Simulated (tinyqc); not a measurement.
Inside a calculation: k.p theory built from an empirical-pseudopotential calculation at Gamma. Values are carried at full precision from step to step, so a last printed digit may differ when a step is redone from the rounded ones.

Empirical pseudopotential on the fcc lattice, atoms at +/- tau, tau = a (1,1,1)/8, no spin-orbit coupling. H(G,G') = c (2 pi/a)^2 |k + G|^2 delta + VS(q) cos(q.tau) + i VA(q) sin(q.tau), q = G - G', c = hbar^2/2m0; k and G in units of 2 pi/a; VS at |q|^2 = 3, 8, 11 and VA at 3, 4, 11, in rydberg, zero elsewhere. The basis is fixed: all 89 G with |G|^2 up to Gcut. Energies are counted from the fourth level at Gamma.

Constants: hbar^2/2m0 = 3.80998211 eV angstrom^2; Ry = 13.60569312 eV.

Inputs chosen for the exercise (near those of Ge; shifted at random, so the results belong to these values and not to a real crystal): a = 5.65 angstrom (lattice constant); VS = (-0.225, 0.009, 0.06) Ry (symmetric form factors); VA = (0, 0, 0) Ry (antisymmetric form factors); Gcut = 19 (2 pi/a)^2 (largest |G|^2 of the fixed basis).

## Levels at Gamma

Diagonalise H at k = 0 and group equal levels.

Multiplets at Gamma:

| multiplet | degeneracy | E (eV) |
|---|---|---|
| 1 | 1 | -12.0892 |
| 2 | 3 | 0.0000 |
| 3 | 1 | 1.2250 |
| 4 | 3 | 3.4094 |
| 5 | 1 | 6.4213 |
| 6 | 2 | 8.0544 |
| 7 | 3 | 11.8787 |
| 8 | 1 | 13.0949 |
| 9 | 3 | 26.1327 |

The lowest empty multiplet is a singlet at 1.225 eV; the lowest empty singlet (s-like) is multiplet 3.

## Mass of the s-like conduction level (multiplet 3)

For a multiplet A of d_A states, W(B) = (4 c/(3 d_A)) sum over n in A, m in B and i = x, y, z of |<n|G_i|m>|^2 (G in 1/angstrom, <n|G_i|m> = sum_G c_n(G)* G_i c_m(G)); the mean inverse mass of A is 1 + sum_B W(B)/(E_A - E_B). Multiplets with W = 0 are left out.

List the couplings (the first eight at most); W to the valence triplet is the Kane energy Ep.

Couplings:

| multiplet B | degeneracy | E_B (eV) | W (eV) | W/(E_A - E_B) |
|---|---|---|---|---|
| 2 | 3 | 0.0000 | 20.0996 | 16.4083 |
| 7 | 3 | 11.8787 | 0.2117 | -0.0199 |
| 10 | 3 | 26.7538 | 0.4489 | -0.0176 |
| 16 | 3 | 41.6347 | 0.0130 | -0.0003 |
| 23 | 3 | 43.4923 | 0.0061 | -0.0001 |
| 25 | 3 | 48.6049 | 0.0102 | -0.0002 |
| 34 | 3 | 79.9652 | 0.0065 | -0.0001 |
| 38 | 3 | 80.5388 | 0.0110 | -0.0001 |

sum over the higher multiplets = 0
1/m = 17.3699

Ep = 20.10 eV. The valence triplet gives 16.41, all other levels together -0.04; m = 0.0576, against 0.0574 for two levels alone.

## Valence parameters

Fold all other levels onto the valence triplet: D(u) = c + 4 c^2 sum_m <n|u.G|m><m|u.G|n'>/(0 - E_m), in units of c. Along [100] its eigenvalues are L (once) and M (twice); along [111] (L + 2M + 2N)/3 (once) and (L + 2M - N)/3 (twice). Then g1 = -(L + 2M)/3, g2 = -(L - M)/6, g3 = -N/6.

eigenvalues along [100]: -17.219  -3.106  -3.106

eigenvalues along [111]: -20.837  -1.297  -1.297

L, M, N: -17.219  -3.106  -19.540

g1, g2, g3: 7.810  2.352  3.257

With spin-orbit coupling added at fixed g1, g2, g3 and large against the hole energy these give heavy and light masses along [100] of 0.322 and 0.080. The s-like level alone adds Ep/(3E) = 5.47 to g1. Local form factors fix Ep and the gap only roughly, so these values can lie far from measured ones.

## Checks

- 1/m of the s-like level from the sum against the curvature of the band: both 17.37.
- L and M against the curvatures along [100]: largest relative difference 2.7e-06.

(tinyqc, `OMP_NUM_THREADS=1 python tinyqc.py 1080619 1080620 out.jsonl`, Intel(R) Xeon(R) Processor @ 2.30GHz, 1 thread, shared host, about 0.5 s.)
